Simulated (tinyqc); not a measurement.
From 2p+- binding energy back to transverse mass m_t: donor in an ellipsoidal valley (Kohn-Luttinger variational method). Computed by tinyqc, a small Python program. Command: `OMP_NUM_THREADS=1 python tinyqc.py 3001216 3001217 out.jsonl kohnlutt inv`. One thread of a shared host (Intel(R) Xeon(R) Processor @ 2.30GHz), about 0.1 s of CPU time with the checks.

H = -(d^2/dx^2 + d^2/dy^2) - gamma d^2/dz^2 - 2/r in units built on m_t, with gamma = m_t/m_l and z along the valley axis. One valley; no valley-orbit or central-cell term.

Inputs (values chosen for the exercise, modelled on 3C-SiC): longitudinal mass m_l = 0.684 m_0; dielectric constant eps = 9.54.

Constants: Ry = 13.605693123 eV; a_0 = 0.529177210903 angstrom.

Method. Ry* = Ry m_t/eps^2, a* = a_0 eps/m_t, gamma = m_t/m_l. Gaussian basis: g = P exp(-al (x^2 + y^2) - be z^2) with P = 1 (s-like), z (2p0) or x (2p+-); al = 0.004 x 2.6^k, k = 0..11, and be/al = 1, gamma^(-1/2) or 1/gamma (36 functions); 1/r = (2/sqrt(pi)) int exp(-t^2 r^2) dt by 48 Gauss-Legendre points after t = sqrt(al_i + al_j) tan(theta); overlap eigenvalues below 1e-10 are dropped.

Problem. A run gave the result below. Find the transverse mass m_t, known to lie between 0.13 and 0.45 m_0.

2p+- binding energy = 10.91694 meV

Solution.

Each step takes the trial c = (a f_b - b f_a)/(f_b - f_a), f being the result less the target and a, b, c the logarithms of the listed values; c replaces end b, the old b replaces a if the sign of f changed, and otherwise f_a is halved.

Scan of the range:
```
transverse mass m_t (m_0)  2p+- binding energy (meV)
0.130                                         6.3060
0.160                                         7.5653
0.197                                         9.0625
0.242                                        10.8140
0.297                                        12.8683
0.366                                        15.3339
0.450                                        18.1971
```

False position (Illinois rule, in the logarithm of the input) inside the bracket:
```
step     end a     end b     trial  2p+- binding energy (meV)
1     0.242000  0.297000  0.244496                    10.9092
2     0.297000  0.244496  0.244685                    10.9164
3     0.297000  0.244685  0.244713                    10.9174
4     0.244685  0.244713  0.244700                    10.9169
5     0.244713  0.244700  0.244700                    10.9169
```

2p+- binding energy rises at every point of a 13-point scan of the range (every second point is shown), so one value fits; it is bracketed by 0.242 and 0.297. Answer: transverse mass m_t = 0.2447 m_0.
